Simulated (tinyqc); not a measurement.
## Elastic trap-assisted tunnelling through a dielectric: effect of the trap depth

Emitter at x = 0 (Fermi level 0), collector at x = t (Fermi level -V), band edge U(x) = phi - F x, F = V/t. A trap at x has the energy E = U(x) - Et. With G(u) = (4/(3 F)) sqrt(mo/C) max(u, 0)^1.5, C = hbar^2/(2 m0): S1 = G(phi - E) - G(Et), S2 = G(Et) - G(phi - V - E), T1,2 = exp(-S1,2). The steady rate through one trap is nu T1 T2 (f1 - f2)/(T1 + T2), f1 = f(E), f2 = f(E + V), f(y) = 1/(1 + exp(y/Vt)); both contacts offer states at E.

J = q Nt times the integral of the rate over x. Direct S = (4/(3 F)) sqrt(mo/C) [phi^1.5 - max(phi - V, 0)^1.5].

Values chosen for this exercise; dielectric values close to those of silicon dioxide:

| symbol | value | unit | meaning |
|---|---|---|---|
| T | 350 | K | temperature |
| phi | 3.04 | eV | barrier above the emitter Fermi level |
| mo | 0.52 | m0 | tunnelling mass |
| t | 5.3 | nm | thickness |
| Nt | 4.1e18 | cm^-3 | trap density |
| nu | 1e13 | 1/s | attempt frequency |
| V | 1.76 | V | voltage |

Constants: q = 1.602176634e-19 C, kB = 1.380649e-23 J/K, hbar = 1.054571817e-34 J s, m0 = 9.1093837015e-31 kg, Vt = kB T/q, hbar^2/(2 m0) = 0.0380998212 eV nm^2. Results are converted to the units shown.

The same in every row: direct S = 57.1.

Results:

| Et (eV) | J (A/cm^2) | x of the peak over t | larger S there |
|---|---|---|---|
| 1.37 | 1.88e-17 | 0.488 | 25.6 |
| 1.62 | 8.97e-15 | 0.464 | 25.8 |
| 1.86 | 3.83e-12 | 0.465 | 27.4 |
| 2.11 | 1.71e-9 | 0.466 | 29.0 |
| 2.36 | 1.64e-8 | 0.449 | 29.5 |
| 2.85 | 6.70e-10 | 0.458 | 32.6 |
| 3.1 | 1.44e-10 | 0.462 | 34.1 |
| 3.34 | 3.52e-11 | 0.465 | 35.5 |

Estimate the missing row, Et = 2.6 eV.

Computed row:

| Et (eV) | J (A/cm^2) | x of the peak over t | larger S there |
|---|---|---|---|
| 2.6 | 3.42e-9 | 0.453 | 31.1 |

With this row back in the table: J goes from 1.88e-17 through a maximum of 1.64e-8 (at Et = 2.36 eV among the rows listed) to 3.52e-11 A/cm^2. Shallow traps near the emitter lie above its Fermi level and stay empty, while deep traps face higher barriers, so a middle depth conducts best.

Range of the model: Phonon-assisted (inelastic) capture, chains of traps and a spread of trap depths are left out.

Computed by the program tinyqc: `OMP_NUM_THREADS=1 python tinyqc.py 2370126 2370127 out.jsonl`, one thread of a shared Intel Xeon 2.30GHz, about 0.04 s for the whole run.
